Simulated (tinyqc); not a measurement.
Worked calculation: Pariser-Parr-Pople SCF with singles CI, for the molecule C=CC=CN=CCl (SMILES; centres numbered as the heavy atoms are written). Computed by tinyqc, a small Python program that keeps every step. Settings: charge = 0, gamma = MN, start = huckel, damping = 0, iteration cap = 51, excitations kept = 6. Command: `OMP_NUM_THREADS=1 python tinyqc.py 31169 31170 out.jsonl` (the two numbers bound the seeds that draw the settings). One thread of a shared host (Intel(R) Xeon(R) Processor @ 2.60GHz), about 0.01 s of CPU time with the checks. Later iterations appear only in the table of the cycle.

## PPP integrals

Centres (angstrom, eV; a flat drawing with bonds scaled to 1.40 angstrom):
```
centre,x,y,core charge z,W,gamma_rr
1C,-3.6370,-0.3000,1,11.1600,11.1300
2C,-2.4250,0.4000,1,11.1600,11.1300
3C,-1.2120,-0.3000,1,11.1600,11.1300
4C,0.0000,0.4000,1,11.1600,11.1300
5N,1.2120,-0.3000,1,14.1000,12.3000
6C,2.4250,0.4000,1,11.1600,11.1300
7Cl,3.6370,-0.3000,2,26.0000,13.0000
```

Resonance integrals (eV):
```
i,j,beta
1,2,-2.3900
2,3,-2.3900
3,4,-2.3900
4,5,-2.5100
5,6,-2.5100
6,7,-1.5900
```

Mataga-Nishimoto: gamma = 14.399645/(R + a), a = 2 x 14.399645/(gamma_rr + gamma_ss); H_rr = -W_r - sum_(s != r) z_s gamma_rs; H_rs = beta for bonds.

repulsion gamma_rs (eV):
```
,1C,2C,3C,4C,5N,6C,7Cl
1C,11.1300,5.3463,3.8722,2.8814,2.3691,1.9469,1.7006
2C,5.3463,11.1300,5.3446,3.8722,2.9191,2.3438,1.9737
3C,3.8722,5.3446,11.1300,5.3463,3.9417,2.8814,2.3831
4C,2.8814,3.8722,5.3463,11.1300,5.4777,3.8722,2.9403
5N,2.3691,2.9191,3.9417,5.4777,12.3000,5.4759,4.0411
6C,1.9469,2.3438,2.8814,3.8722,5.4759,11.1300,5.5530
7Cl,1.7006,1.9737,2.3831,2.9403,4.0411,5.5530,13.0000
```

core matrix H (eV):
```
,1C,2C,3C,4C,5N,6C,7Cl
1C,-30.9770,-2.3900,0.0000,0.0000,0.0000,0.0000,0.0000
2C,-2.3900,-34.9333,-2.3900,0.0000,0.0000,0.0000,0.0000
3C,0.0000,-2.3900,-37.3122,-2.3900,0.0000,0.0000,0.0000
4C,0.0000,0.0000,-2.3900,-38.4903,-2.5100,0.0000,0.0000
5N,0.0000,0.0000,0.0000,-2.5100,-42.3656,-2.5100,0.0000
6C,0.0000,0.0000,0.0000,0.0000,-2.5100,-38.7861,-1.5900
7Cl,0.0000,0.0000,0.0000,0.0000,0.0000,-1.5900,-44.5918
```

## Starting guess

pi electrons, sum of z_r less the charge = 8

Orbitals of the Hueckel matrix of the beta values.

P at the start:
```
,1C,2C,3C,4C,5N,6C,7Cl
1C,1.1936,0.8295,-0.1936,-0.2999,0.1843,0.1688,-0.2910
2C,0.8295,1.0000,0.5296,0.0000,-0.1377,0.0000,0.1123
3C,-0.1936,0.5296,1.1936,0.6849,-0.1843,-0.2387,0.2910
4C,-0.2999,0.0000,0.6849,1.0000,0.6063,0.0000,-0.2711
5N,0.1843,-0.1377,-0.1843,0.6063,1.1755,0.6618,-0.2771
6C,0.1688,0.0000,-0.2387,0.0000,0.6618,1.0000,0.6903
7Cl,-0.2910,0.1123,0.2910,-0.2711,-0.2771,0.6903,1.4374
```

## Iteration 1: Fock matrix

F_rr = H_rr + P_rr gamma_rr / 2 + sum_(s != r) P_ss gamma_rs; F_rs = H_rs - P_rs gamma_rs / 2; E = tr P (H + F) / 2 + core repulsion sum_(r<s) z_r z_s gamma_rs.

F (eV):
```
,1C,2C,3C,4C,5N,6C,7Cl
1C,-4.3093,-4.6073,0.3748,0.4321,-0.2183,-0.1643,0.2474
2C,-4.6073,-4.1238,-3.8051,0.0000,0.2010,0.0000,-0.1108
3C,0.3748,-3.8051,-4.4173,-4.2207,0.3633,0.3439,-0.3467
4C,0.4321,0.0000,-4.2207,-4.6954,-4.1704,0.0000,0.3985
5N,-0.2183,0.2010,0.3633,-4.1704,-7.9228,-4.3220,0.5598
6C,-0.1643,0.0000,0.3439,0.0000,-4.3220,-6.8237,-3.5067
7Cl,0.2474,-0.1108,-0.3467,0.3985,0.5598,-3.5067,-15.1575
```

pi energy = -113.9088 eV

## Iteration 1: orbitals and new P

Diagonalise F (the basis is taken as orthonormal) and form P = 2 sum c c over the lowest orbitals.

orbital energies (eV): -16.5784  -12.9105  -10.3929  -7.5693  -2.9181  0.2138  2.7057

P after iteration 1:
```
,1C,2C,3C,4C,5N,6C,7Cl
1C,1.0125,0.8821,-0.0167,-0.3611,0.0189,0.2731,-0.1271
2C,0.8821,1.0029,0.4623,0.0209,-0.0855,0.0179,0.0125
3C,-0.0167,0.4623,0.9958,0.7852,-0.0423,-0.3752,0.1638
4C,-0.3611,0.0209,0.7852,0.9801,0.4943,-0.0806,-0.0368
5N,0.0189,-0.0855,-0.0423,0.4943,1.2183,0.8030,-0.2319
6C,0.2731,0.0179,-0.3752,-0.0806,0.8030,0.9090,0.3532
7Cl,-0.1271,0.0125,0.1638,-0.0368,-0.2319,0.3532,1.8815
```

## Iteration 2: Fock matrix

As before.

F (eV):
```
,1C,2C,3C,4C,5N,6C,7Cl
1C,-5.4454,-4.7479,0.0323,0.5202,-0.0224,-0.2659,0.1081
2C,-4.7479,-5.4219,-3.6254,-0.0404,0.1247,-0.0209,-0.0123
3C,0.0323,-3.6254,-5.3455,-4.4890,0.0834,0.5405,-0.1952
4C,0.5202,-0.0404,-4.4890,-5.1865,-3.8638,0.1561,0.0541
5N,-0.0224,0.1247,0.0834,-3.8638,-7.6725,-4.7085,0.4686
6C,-0.2659,-0.0209,0.5405,0.1561,-4.7085,-5.6225,-2.5707
7Cl,0.1081,-0.0123,-0.1952,0.0541,0.4686,-2.5707,-13.4353
```

pi energy = -117.0389 eV

## Iteration 2: orbitals and new P

As before.

orbital energies (eV): -14.4875  -12.9152  -11.3792  -8.4622  -2.4183  -0.1571  1.6900

P after iteration 2:
```
,1C,2C,3C,4C,5N,6C,7Cl
1C,1.0186,0.8995,-0.0234,-0.3576,0.0218,0.2359,-0.0773
2C,0.8995,0.9980,0.4314,0.0158,-0.0662,0.0112,0.0050
3C,-0.0234,0.4314,1.0222,0.8174,-0.0440,-0.3605,0.1134
4C,-0.3576,0.0158,0.8174,0.9598,0.4454,-0.0586,-0.0178
5N,0.0218,-0.0662,-0.0440,0.4454,1.2428,0.8350,-0.1965
6C,0.2359,0.0112,-0.3605,-0.0586,0.8350,0.8331,0.2928
7Cl,-0.0773,0.0050,0.1134,-0.0178,-0.1965,0.2928,1.9255
```

## Iteration 3: Fock matrix

As before.

F (eV):
```
,1C,2C,3C,4C,5N,6C,7Cl
1C,-5.4084,-4.7945,0.0453,0.5152,-0.0258,-0.2296,0.0657
2C,-4.7945,-5.3730,-3.5428,-0.0305,0.0967,-0.0131,-0.0049
3C,0.0453,-3.5428,-5.3263,-4.5749,0.0868,0.5194,-0.1351
4C,0.5152,-0.0305,-4.5749,-5.1895,-3.7300,0.1134,0.0261
5N,-0.0258,0.0967,0.0868,-3.7300,-7.7663,-4.7962,0.3971
6C,-0.2296,-0.0131,0.5194,0.1134,-4.7962,-5.6683,-2.4030
7Cl,0.0657,-0.0049,-0.1351,0.0261,0.3971,-2.4030,-13.4676
```

pi energy = -117.1979 eV

## Iteration 3: orbitals and new P

As before.

orbital energies (eV): -14.4686  -12.9155  -11.3716  -8.5466  -2.3947  -0.1993  1.6971

P after iteration 3:
```
,1C,2C,3C,4C,5N,6C,7Cl
1C,1.0161,0.9072,-0.0202,-0.3526,0.0183,0.2182,-0.0637
2C,0.9072,0.9978,0.4162,0.0144,-0.0591,0.0100,0.0033
3C,-0.0202,0.4162,1.0196,0.8315,-0.0398,-0.3509,0.0989
4C,-0.3526,0.0144,0.8315,0.9628,0.4235,-0.0557,-0.0120
5N,0.0183,-0.0591,-0.0398,0.4235,1.2393,0.8504,-0.1864
6C,0.2182,0.0100,-0.3509,-0.0557,0.8504,0.8273,0.2701
7Cl,-0.0637,0.0033,0.0989,-0.0120,-0.1864,0.2701,1.9372
```

## Convergence

Stop when output and input P, before any damping, agree to 1e-7.

Course of the cycle:
```
iteration,E (eV),largest |P(out) - P(in)|
1,-113.908801,4.44e-01
2,-117.038866,7.59e-02
3,-117.197864,2.27e-02
4,-117.218123,9.98e-03
5,-117.221625,4.49e-03
6,-117.222274,2.01e-03
7,-117.222399,8.99e-04
8,-117.222423,4.02e-04
9,-117.222428,1.80e-04
10,-117.222429,8.05e-05
11,-117.222429,3.61e-05
12,-117.222429,1.62e-05
13,-117.222429,7.27e-06
14,-117.222429,3.27e-06
15,-117.222429,1.47e-06
16,-117.222429,6.62e-07
17,-117.222429,2.98e-07
18,-117.222429,1.35e-07
19,-117.222429,6.11e-08
```

Converged in 19 iterations.

## Converged orbitals

Charges are z - P_rr.

orbital energies (eV): -14.4052  -12.9080  -11.3905  -8.6197  -2.3579  -0.2255  1.6690

coefficients:
```
,MO1,MO2,MO3,MO4,MO5,MO6,MO7
1C,0.0184,0.1550,0.4632,0.5181,-0.4382,-0.4652,0.2903
2C,0.0431,0.2777,0.5885,0.2710,0.2191,0.4830,-0.4690
3C,0.0911,0.3938,0.3627,-0.4630,0.4133,-0.0580,0.5626
4C,0.1743,0.4730,-0.0048,-0.4779,-0.3710,-0.3426,-0.5123
5N,0.3430,0.5235,-0.4208,0.2233,-0.2838,0.4659,0.2897
6C,0.4013,0.1750,-0.2784,0.3781,0.5928,-0.4522,-0.1790
7Cl,0.8249,-0.4641,0.2303,-0.1504,-0.1393,0.0902,0.0308
```

pi charges: 1C -0.0146, 2C 0.0025, 3C -0.0186, 4C 0.0350, 5N -0.2370, 6C 0.1758, 7Cl 0.0570

## Singles CI, singlets

Over the 6 single excitations with the smallest orbital gaps: A = (e_a - e_i) delta + 2 (ia|jb) - (ij|ab), with (pq|rs) = sum c_mp c_mq gamma_mn c_nr c_ns. f = 2/3 w |mu|^2 in atomic units, mu = sqrt2 sum c_ia sum_m c_mi c_ma R_m.

singlet CI matrix (eV):
```
,4>5,4>6,3>5,4>7,2>5,3>6
4>5,4.1006,0.0928,0.0355,0.0603,0.0231,-0.1129
4>6,0.0928,5.6623,0.4320,0.0284,-0.1837,0.2559
3>5,0.0355,0.4320,6.2221,-0.3049,0.0796,-0.1446
4>7,0.0603,0.0284,-0.3049,7.1050,-0.5588,-0.0730
2>5,0.0231,-0.1837,0.0796,-0.5588,7.2409,-0.1155
3>6,-0.1129,0.2559,-0.1446,-0.0730,-0.1155,8.2906
```

singlet excitation energies (eV): 4.0895  5.3732  6.3083  6.7343  7.7760  8.3403

oscillator strengths: 1.5726  0.0877  0.0182  0.0246  0.0343  0.1901

## Singles CI, triplets

Over the 6 single excitations with the smallest orbital gaps: A = (e_a - e_i) delta - (ij|ab), with (pq|rs) = sum c_mp c_mq gamma_mn c_nr c_ns.

triplet CI matrix (eV):
```
,4>5,4>6,3>5,4>7,2>5,3>6
4>5,1.3743,-0.4231,0.3595,-0.4068,0.1514,-1.2160
4>6,-0.4231,3.6012,-1.2160,0.0558,0.3654,-0.1740
3>5,0.3595,-1.2160,4.4654,0.4845,0.1091,-0.5036
4>7,-0.4068,0.0558,0.4845,4.9915,0.9377,1.0831
2>5,0.1514,0.3654,0.1091,0.9377,5.8547,-1.1425
3>6,-1.2160,-0.1740,-0.5036,1.0831,-1.1425,6.1361
```

triplet excitation energies (eV): 0.9980  2.6143  3.4572  5.4817  6.4111  7.4608
